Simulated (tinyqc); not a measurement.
Ellipsometry and reflectance of a transparent film on an absorbing substrate: one step of the calculation.

Air (index 1), film, substrate with N2 = n2 - i k2; time factor exp(+i w t). q_j = sqrt(N_j^2 - sin^2 th), root with positive real part. Fresnel coefficients r_s = (q_a - q_b)/(q_a + q_b), r_p = (N_b^2 q_a - N_a^2 q_b)/(N_b^2 q_a + N_a^2 q_b). tan(Psi) exp(i Delta) = R_p/R_s, Delta taken from 0 to 360 degrees.

Problem. Interface coefficients and thickness period. q0, q1, q2 and the coefficients r01 and r12 for p and s; the results repeat in d with the period lam/(2 q1).

Values chosen for this exercise; indices close to those of silicon dioxide on silicon:
- lam = 405 nm (wavelength)
- th = 70 degrees (angle of incidence)
- n1 = 1.467 (index of the transparent film)
- n2 = 5.42 (index of the substrate)
- k2 = 0.329 (extinction coefficient of the substrate)

Give: q0; q1; q2; r01,p; r01,s; r12,p; r12,s; period.

Solution.

q0 = 0.3420
q1 = 1.127
q2 = 5.338-0.334i
r01,p = -0.2096
r01,s = -0.5342
r12,p = 0.4856-0.0225i
r12,s = -0.6524+0.0180i
period = 179.8 nm

Program tinyqc, `OMP_NUM_THREADS=1 python tinyqc.py 2870141 2870142 out.jsonl`; Intel Xeon 2.30GHz, shared host, one thread, about 0.01 s.
